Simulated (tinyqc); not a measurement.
## Both saturation currents from two open-circuit voltages

Inverse problem. Without shunt, at open circuit JL = J01 (exp(Voc/Vt) - 1) + J02 (exp(Voc/(2 Vt)) - 1). Find J01, J02 and the mean ideality (Voc2 - Voc1)/(Vt ln(JL2/JL1)).

Values chosen for this exercise:
- T = 273 K (temperature)

Constants: q = 1.602176634e-19 C, kB = 1.380649e-23 J/K, Vt = kB T/q. Results are converted to the units shown.

photocurrents (mA/cm^2): [35.8, 3.58]
Voc (V): [0.72637349, 0.65619745]

Solution. The relation is linear in J01 and J02, so two light levels give two equations; series resistance plays no part at open circuit.

J01 = 1.00e-15 A/cm^2
J02 = 2.00e-9 A/cm^2
mean ideality = 1.30

Numbers from tinyqc (`OMP_NUM_THREADS=1 python tinyqc.py 2280024 2280025 out.jsonl`; about 0.01 s on one thread of a shared Intel Xeon 2.30GHz).
